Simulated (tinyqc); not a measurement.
## Resistance of a source-drain extension with a graded tip: abruptness at a fixed junction position

y runs along the channel, the gate covers y > 0. The doping is N0 for y < y0 and N0 10^(-(y - y0)/la) beyond, uniform over the depth xj. Sheet conductance s(y) = q mu(N) max(N - Nch, 0) xj + (for y > 0) ma Cox Vo, with mu(N) = u0 + (u1 - u0)/(1 + (N/Nr)^au) and Cox = eps0 eox/tox. Current is taken as one-dimensional; depletion of the tip, spreading and the contact are left out. The metallurgical junction lies at yj, where N = Nch.

R_spacer = integral of dy/s from -Ls to 0, R_ov from 0 to yj, R_channel = (Lg - 2 yj)/(ma Cox Vo), R_total = 2 R_spacer + 2 R_ov + R_channel. Electrical length L_eff = ma Cox dR_total/d(1/Vo); R_series = R_total - L_eff/(ma Cox Vo). y0 is moved with la so that yj stays at 13.558 nm.

Parameters, values chosen for the exercise; mobility law close to that of holes in silicon: relative permittivity of the gate insulator (close to silicon dioxide) eox = 3.9; insulator thickness tox = 2.6 nm; active doping of the extension far from the gate N0 = 1.2e20 cm^-3; depth of the extension xj = 16 nm; channel doping Nch = 5.3e17 cm^-3; spacer length Ls = 25 nm; gate overdrive Vo = 0.61 V; mobility of the gate-induced layer ma = 35 cm^2/(V s); mobility at low doping u1 = 470.5 cm^2/(V s); mobility at high doping u0 = 44.9 cm^2/(V s); reference doping Nr = 2.23e17 cm^-3; exponent au = 0.719; gate length Lg = 60 nm.

Constants: q = 1.602176634e-19 C, eps0 = 8.8541878128e-14 F/cm where lengths are in cm. Results are converted to the units shown.

The same in every row: yj (nm) = 13.56; R_channel (ohm um) = 1160.

Abruptness at a fixed junction position:

| la (nm/decade) | R_spacer (ohm um) | R_ov (ohm um) | R_total (ohm um) | L_eff (nm) | R_series (ohm um) |
|---|---|---|---|---|---|
| 1 | 16.50 | 28.51 | 1250 | 33.48 | 68.95 |
| 2.3 | 16.50 | 54.16 | 1301 | 34.25 | 93.27 |
| 3.6 | 16.50 | 79.80 | 1352 | 35.01 | 117.6 |
| 4.9 | 16.50 | 105.5 | 1404 | 35.77 | 141.9 |
| 6.1 | 16.58 | 129.0 | 1451 | 36.48 | 164.4 |
| 7.4 | 18.61 | 152.8 | 1502 | 37.24 | 189.2 |
| 8.7 | 23.68 | 173.8 | 1555 | 37.98 | 215.2 |
| 10 | 31.83 | 192.2 | 1608 | 38.70 | 243.1 |

As la goes from 1 to 10 nm/decade, R_total rises from 1250 to 1610 ohm um, R_spacer rises from 16.5 to 31.8 ohm um and R_ov rises from 28.5 to 192 ohm um. R_total changes on average by 39.8 ohm um for each nm/decade. L_eff exceeds the metallurgical length by 0.597 nm in the first row and 5.81 nm in the last, since the gate also controls the lightly doped tips.

Program tinyqc, `OMP_NUM_THREADS=1 python tinyqc.py 2282296 2282297 out.jsonl`; Intel Xeon 2.30GHz, shared host, one thread, about 0.04 s.
